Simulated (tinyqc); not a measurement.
# Permittivity of the insulator from five potentials

Question. A node lies on a semiconductor-insulator interface. Steps: hs = tb/3 down into the semiconductor, ho = tox/1 up into the insulator, hy = L/6 sideways. The flux balance of its box reads eox (hy/ho)(above - node) + eps_r (hy/hs)(below - node) + [(eps_r hs + eox ho)/(2 hy)](left + right - 2 node) - q Na (hs/2) hy/eps0 = 0. Find eox.

Values chosen for this exercise; semiconductor permittivity made up: relative permittivity of the semiconductor eps_r = 8.85; half the body thickness tb = 4 nm; insulator thickness tox = 2.8 nm; channel length L = 19 nm; acceptor density of the depleted body Na = 0 cm^-3.

Constants: q = 1.602176634e-19 C, eps0 = 8.8541878128e-14 F/cm where lengths are in cm. Results are converted to the units shown.

psi (V): node 0.052544509, above -0.21, below 0.13330886, left -0.033211332, right 0.30515157

Answer. The balance is linear in eox.

eox = 9.00

Computed by the program tinyqc: `OMP_NUM_THREADS=1 python tinyqc.py 2480087 2480088 out.jsonl`, one thread of a shared Intel Xeon 2.30GHz, about 0.09 s for the whole run.
